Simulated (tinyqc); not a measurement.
Inside a calculation. Method: MP2 on RHF in the sto-3g basis, frozen core, for BeH2, spin multiplicity 1. One step of it, computed by the program tinyqc.

Problem. Second-order Moller-Plesset energy. E2 = sum_ijab (ia|jb) [2 (ia|jb) - (ib|ja)] / (e_i + e_j - e_a - e_b) over occupied i, j and virtual a, b; the opposite-spin part is (ia|jb)^2 / denominator, the rest is same-spin, and SCS-MP2 scales them by 6/5 and 1/3.

orbital energies (hartree): MO1 -4.521115, MO2 -0.451965, MO3 -0.414867, MO4 0.212516, MO5 0.212516, MO6 0.446434, MO7 0.905221

Two-electron integrals over orbitals (pq|rs), unique and non-zero (hartree); the lowest 1 orbital is frozen and left out:
```
p,q,r,s,(pq|rs)
2,2,2,2,0.394930
3,2,2,2,0.001927
3,2,3,2,0.163729
3,3,2,2,0.408102
3,3,3,2,-0.001605
3,3,3,3,0.431357
4,2,4,2,0.049068
4,3,4,2,-0.000177
4,3,4,3,0.014335
4,4,2,2,0.366852
4,4,3,2,0.000009
4,4,3,3,0.353567
4,4,4,4,0.449859
5,2,5,2,0.049068
5,3,5,2,-0.000177
5,3,5,3,0.014335
5,4,5,4,0.024249
5,5,2,2,0.366852
5,5,3,2,0.000009
5,5,3,3,0.353567
5,5,4,4,0.401360
5,5,5,5,0.449859
6,2,2,2,-0.023094
6,2,3,2,-0.000575
6,2,3,3,-0.046397
6,2,4,4,0.054637
6,2,5,5,0.054637
6,2,6,2,0.078436
6,3,2,2,-0.000949
6,3,3,2,-0.094148
6,3,3,3,0.001259
6,3,4,4,-0.000458
6,3,5,5,-0.000458
6,3,6,2,-0.000180
6,3,6,3,0.083762
6,4,4,2,0.047319
6,4,4,3,-0.000275
6,4,6,4,0.050752
6,5,5,2,0.047319
6,5,5,3,-0.000275
6,5,6,5,0.050752
6,6,2,2,0.393964
6,6,3,2,-0.000290
6,6,3,3,0.405029
6,6,4,4,0.365401
6,6,5,5,0.365401
6,6,6,2,-0.033612
6,6,6,3,0.000438
6,6,6,6,0.409176
7,2,2,2,-0.000586
7,2,3,2,-0.043465
7,2,3,3,0.000239
7,2,4,4,0.000351
7,2,5,5,0.000351
7,2,6,2,0.000755
7,2,6,3,0.061338
7,2,6,6,-0.000081
7,2,7,2,0.056661
7,3,2,2,-0.004648
7,3,3,2,-0.000012
7,3,3,3,-0.020217
7,3,4,4,0.061044
7,3,5,5,0.061044
7,3,6,2,0.073828
7,3,6,3,-0.000748
7,3,6,6,-0.025218
7,3,7,2,0.000308
7,3,7,3,0.083102
7,4,4,2,0.000153
7,4,4,3,0.013707
7,4,6,4,0.000056
7,4,7,4,0.016624
7,5,5,2,0.000153
7,5,5,3,0.013707
7,5,6,5,0.000056
7,5,7,5,0.016624
7,6,2,2,0.001559
7,6,3,2,0.142439
7,6,3,3,-0.001570
7,6,4,4,0.000020
7,6,5,5,0.000020
7,6,6,2,-0.000445
7,6,6,3,-0.094685
7,6,6,6,-0.000384
7,6,7,2,-0.054457
7,6,7,3,0.000099
7,6,7,6,0.140124
7,7,2,2,0.424087
7,7,3,2,0.000536
7,7,3,3,0.442542
7,7,4,4,0.389251
7,7,5,5,0.389251
7,7,6,2,-0.033784
7,7,6,3,-0.000144
7,7,6,6,0.432331
7,7,7,2,-0.000346
7,7,7,3,-0.008544
7,7,7,6,0.000347
7,7,7,7,0.483843
```

Hartree-Fock energy = -15.55728446 hartree

Give: Terms; Pair energies; MP2 correlation energy; SCS-MP2 correlation energy; MP2 total energy.

Solution.

Terms:
```
i,j,a,b,(ia|jb),(ib|ja),denominator,term
3,3,6,6,0.0838,0.0838,-1.7226,-0.0041
2,2,6,6,0.0784,0.0784,-1.7968,-0.0034
2,3,6,7,0.0738,0.0613,-2.2185,-0.0029
3,2,7,6,0.0738,0.0613,-2.2185,-0.0029
3,3,7,7,0.0831,0.0831,-2.6402,-0.0026
2,2,4,4,0.0491,0.0491,-1.3290,-0.0018
2,2,5,5,0.0491,0.0491,-1.3290,-0.0018
3,2,6,7,0.0613,0.0738,-2.2185,-0.0014
2,3,7,6,0.0613,0.0738,-2.2185,-0.0014
2,2,7,7,0.0567,0.0567,-2.7144,-0.0012
3,3,4,4,0.0143,0.0143,-1.2548,-1.64e-04
3,3,5,5,0.0143,0.0143,-1.2548,-1.64e-04
3,3,6,7,-0.0007,-0.0007,-2.1814,-2.56e-07
3,3,7,6,-0.0007,-0.0007,-2.1814,-2.56e-07
2,2,6,7,0.0008,0.0008,-2.2556,-2.53e-07
2,2,7,6,0.0008,0.0008,-2.2556,-2.53e-07
3,2,7,7,3.08e-04,3.08e-04,-2.6773,-3.55e-08
2,3,7,7,3.08e-04,3.08e-04,-2.6773,-3.55e-08
2,3,4,4,-1.77e-04,-1.77e-04,-1.2919,-2.42e-08
2,3,5,5,-1.77e-04,-1.77e-04,-1.2919,-2.42e-08
3,2,4,4,-1.77e-04,-1.77e-04,-1.2919,-2.42e-08
3,2,5,5,-1.77e-04,-1.77e-04,-1.2919,-2.42e-08
2,3,6,6,-1.80e-04,-1.80e-04,-1.7597,-1.84e-08
3,2,6,6,-1.80e-04,-1.80e-04,-1.7597,-1.84e-08
```

Pair energies (hartree; pair i-j sums ij and ji):
```
pair,opposite spin,same spin
2-2,-0.0082,0
3-2,-0.0083,-1.41e-04
3-3,-0.0070,0
```

MP2 correlation energy = -0.023694 hartree

SCS-MP2 correlation energy = -0.028311 hartree

MP2 total energy = -15.580978 hartree
